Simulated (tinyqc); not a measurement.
# Millisecond and nanosecond annealing: surface heating, thermal budget and solid-phase regrowth, step by step

A worked calculation. Computed by tinyqc, a small Python program that keeps every step. Command: `OMP_NUM_THREADS=1 python tinyqc.py 3031593 3031594 out.jsonl flash walk`. One thread of a shared host (Intel(R) Xeon(R) Processor @ 2.30GHz), about 0.02 s of CPU time with the checks. Intermediate numbers are printed to about 6 digits and carried at full precision; extremes and crossings named in words are read from the listed rows.

A square pulse heats the surface of a thick wafer with constant thermal properties; losses by radiation are neglected and silicon melts at 1414 C.

Inputs (values chosen for the exercise, modelled on hot silicon with boron):
```
quantity                      value        unit
incident fluence               17.8      J/cm^2
pulse length t_p            0.00073           s
reflectance R                  0.55           -
thermal conductivity k         0.28    W/(cm K)
heat capacity per volume c     2.21  J/(cm^3 K)
preheat temperature T0          800           C
wafer thickness d               775          um
dopant prefactor D0            1.11      cm^2/s
dopant activation energy E     3.48          eV
regrowth prefactor v0       5.2e+08        cm/s
regrowth energy E_v            2.72          eV
amorphous layer                  29          nm
```

Source: flash lamp.

Constants: k_B = 8.617333262e-05 eV/K.

## Peak temperature

Absorbed flux q = (1 - R) fluence/t_p; kappa = k/c. With f(z, t) = (2 q/k) sqrt(kappa t) ierfc(z/(2 sqrt(kappa t))), ierfc(x) = exp(-x^2)/sqrt(pi) - x erfc(x): T = T0 + f(z, t) during the pulse and T0 + f(z, t) - f(z, t - t_p) after it. At the surface the rise at the end of the pulse is 2 q sqrt(t_p/(pi k c)); the fluence that just melts the surface scales with (1414 - T0).

absorbed flux q = 10972.6 W/cm^2

kappa = 0.126697 cm^2/s

thermal length sqrt(kappa t_p) = 96.1710 um

peak temperature = 1225.26 C

fluence at the melting threshold = 25.7003 J/cm^2

The heated layer is 12 % of the wafer thickness, so the cold bulk quenches the surface.

## Temperature in depth and time

The formulas are those given above.

Temperature (C):
```
t/t_p  surface  z = 0.5 thermal lengths    z = 1    z = 2
0.10    934.48                   822.32  801.486  800.000
0.25   1012.63                   875.24  818.940  800.369
0.50   1100.70                   949.09  862.799  806.400
0.75   1168.28                  1010.12  907.779  819.841
1.00   1225.26                  1063.12  950.479  837.879
1.10   1111.53                  1060.36  965.348  845.881
1.50   1020.13                  1004.86  965.630  873.914
2.00    976.15                   968.54  947.698  887.718
4.00    913.95                   911.91  906.015  885.400
10.00   869.01                   868.56  867.215  862.106
```

One tenth of a pulse length after the end the surface has lost 114 C: cooling starts as sqrt(t - t_p), much faster than heating ends.

## Thermal budget

Temperatures in kelvin are T(C) + 273.15. Integrate exp(-E/(k_B T(t))) at the surface from 0 to 10 t_p (Gauss-Legendre, 60 points in sqrt(t) up to t_p and 60 in sqrt(t - t_p) after it). (Dt) = D0 x integral with E; regrowth = v0 x integral with E_v; effective time = integral/exp(-E/(k_B T_peak)).

budget (Dt) = 4.26796e-16 cm^2

diffusion length 2 sqrt(Dt) = 0.413181 nm

effective time over t_p = 0.266866

possible regrowth = 986.265 nm

Only 26.7 % of the pulse counts at the peak; the estimate 2 k_B T_peak^2/(E (T_peak - T0)) gives 26.1 %. The amorphous layer of 29 nm regrows fully. Caution: equilibrium diffusivities are used; implant damage enhances diffusion, and k and c vary with temperature. Caution: the peak lies above 1150 C, and amorphous silicon melts some 200 to 250 K below the crystal, so a layer that has not regrown before the peak may melt instead. Caution: at this preheat temperature the layer would already regrow within five seconds or less before the pulse.

## Same peak temperature, different pulse lengths

For each t_p the flux is set so that the peak temperature stays the same: q sqrt(t_p) is fixed.

Pulses:
```
t_p (s)   fluence (J/cm^2)   q (W/cm^2)  thermal length (um)  2 sqrt(Dt) (nm)  regrowth (nm)
1.00e-07       2.08333e-01  9.37500e+05          1.12560e+00      4.83591e-03    1.35105e-01
1.00e-06       6.58808e-01  2.96463e+05          3.55945e+00      1.52925e-02    1.35105e+00
1.00e-05       2.08333e+00  9.37500e+04          1.12560e+01      4.83591e-02    1.35105e+01
1.00e-04       6.58808e+00  2.96463e+04          3.55945e+01      1.52925e-01    1.35105e+02
3.00e-04       1.14109e+01  1.71163e+04          6.16515e+01      2.64874e-01    4.05314e+02
1.00e-03       2.08333e+01  9.37500e+03          1.12560e+02      4.83591e-01    1.35105e+03
3.00e-03       3.60844e+01  5.41266e+03          1.94959e+02      8.37605e-01    4.05314e+03
1.00e-02       6.58808e+01  2.96463e+03          3.55945e+02      1.52925e+00    1.35105e+04
```

Fluence and diffusion length grow as sqrt(t_p), regrowth as t_p. The layer of 29 nm regrows from t_p = 0.0001 s on among these rows, at a diffusion length of 0.15 nm. Caution: amorphous silicon melts some 200 to 250 K below the crystal, which matters for the short pulses that reach the peak before regrowth. Caution: the shortest pulses need a source absorbed within their thermal length, and the longest also heat the back of the wafer, which the thick-wafer formula leaves out. Caution: seconds at the preheat temperature would regrow the layer before any pulse.

Checks made by the program: heat stored at the end of the pulse against the absorbed fluence (relative difference below 1e-10).
